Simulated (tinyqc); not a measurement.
# Small-signal admittance of a forward-biased p+-n diode, step by step

tinyqc, about 0.01 s, one thread, Intel Xeon 2.30GHz (shared host): `OMP_NUM_THREADS=1 python tinyqc.py 2890142 2890143 out.jsonl` Printed values are rounded.

Holes injected into a neutral base of width wb with an ohmic contact at its end; low injection, p0 far above the equilibrium density. A small voltage v exp(i w t), w = 2 pi f, modulates the edge density by p0 v/Vt, and the small-signal density obeys Dp d2p/dx2 = (1/tau + i w) p.

Values chosen for this exercise; permittivity close to that of silicon:
- T = 275 K (temperature)
- eps_r = 11.7 (relative permittivity)
- Nd = 2.6e15 cm^-3 (donor density of the base)
- Dp = 9.9 cm^2/s (hole diffusion coefficient)
- tau = 7e-9 s (hole lifetime)
- wb = 1.2 um (width of the neutral base)
- p0 = 3.4e13 cm^-3 (excess hole density at the junction edge)
- Na = 4e18 cm^-3 (acceptor density of the p+ side)
- f = 2.6e7 Hz (signal frequency)

Constants: q = 1.602176634e-19 C, kB = 1.380649e-23 J/K, Vt = kB T/q, eps0 = 8.8541878128e-14 F/cm where lengths are in cm. Results are converted to the units shown.

## Closed-form admittance

L = sqrt(Dp tau); direct current J = (q Dp p0/L) coth(wb/L); k = sqrt(1 + i w tau)/L; diffusion admittance Y = (q Dp p0/Vt) k coth(k wb) = G + i w C_diff; junction capacitance C_j = sqrt(q eps0 eps_r Nd/(2 Vr)) in the depletion approximation, with the remaining barrier Vr = Vt ln(Na/p0), a rough value under forward bias; base-width modulation is left out.

L = 2.632489 um
J = 0.4801157 A/cm^2
k wb = 0.5115910+0.2322350i
Y = 20.28247+1.46118i S/cm^2
C_diff = 0.008944405 uF/cm^2
C_j = 0.02792574 uF/cm^2

G is 1.00 times its low-frequency value J/Vt, and C_diff is 0.320 times C_j.

## The same by finite differences

9 equal intervals, h = wb/9; u = small-signal density over its edge value, u_0 = 1, u_9 = 0; u_(i-1) + b u_i + u_(i+1) = 0 with b = -2 - h^2 (1/tau + i w)/Dp; Y = (q Dp p0/(Vt h)) (-b/2 - u_1), which includes the half box at the edge.

b = -2.002565-0.002934i
u, node 1 to 8: 0.8824017-0.0071523i  0.7670880-0.0117344i  0.6537766-0.0140962i  0.5421837-0.0145764i  0.4320244-0.0135033i  0.3230131-0.0111976i  0.2148632-0.0079730i  0.1072879-0.0041386i
Y on the mesh = 20.29049+1.47110i S/cm^2

Against the closed form the real part is 0.040 % above it and the imaginary part 0.68 % above it; |k h| = 0.062.
